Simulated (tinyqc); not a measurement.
Limits against temperature: thermal and gravitational stress in a wafer during furnace and rapid thermal processing, and the onset of slip. Computed by tinyqc, a small Python program. Command: `OMP_NUM_THREADS=1 python tinyqc.py 3017625 3017626 out.jsonl slip walk`. One thread of a shared host (Intel(R) Xeon(R) Processor @ 2.30GHz), about 0.01 s of CPU time with the checks.

A thin free disc in plane stress, isotropic; T(r) = T_centre + dT (r/R)^n with n = 2. Stress is positive in tension; sigma_SB = 5.670374419e-8 W/(m^2 K^4), g = 9.80665 m/s^2.

Inputs (values chosen for the exercise, modelled on silicon):
```
quantity                              value        unit
wafer radius R                          150          mm
thickness t                             775  micrometre
Young's modulus E                       154         GPa
expansion alpha                        4.38      1e-6/K
prefactor A of the critical stress  0.00049         MPa
energy U of the critical stress        1.03          eV
density rho                            2330      kg/m^3
heat capacity c                         921    J/(kg K)
conductivity k                         24.9     W/(m K)
wafer spacing s                         4.5          mm
```

Constants: k_B = 8.617333262e-05 eV/K.

Method. Critical resolved stress tau_c = A exp(U/(k_B T)), a form chosen for the exercise; slip when 0.492799 |s_tt(R)| > tau_c; allowed |dT| = tau_c (n + 2)/(0.492799 n alpha E). In a stack heated from the rim, heat flows inward by conduction and by radiation between wafers: k_eff = k + (16/3) sigma_SB T^3 s^2/t (a diffusion estimate with the spacing as path length). A steady ramp gives the parabolic lag dT = rho c (ramp) R^2/(4 k_eff); the allowed ramp uses n = 2.

For the parabolic profile:
```
T (K)  tau_c (MPa)  allowed |dT| (K)  k_eff (W/(m K))  allowed ramp (K/min)
1050        43.051            259.03           34.047                43.837
1125        20.155            121.27           36.151                21.792
1200        10.375             62.43           38.555                11.964
1275         5.775             34.75           41.278                 7.129
1350         3.431             20.64           44.342                 4.549
1425         2.153             12.95           47.765                 3.075
1500         1.415              8.52           51.569                 2.183
```

What does the comparison show, and why?

From 1050 to 1500 K the allowed difference falls 30 times and the allowed ramp 20 times; radiation, which grows as T^3, gives back a factor 1.51. Ramps must slow as the wafer gets hotter.
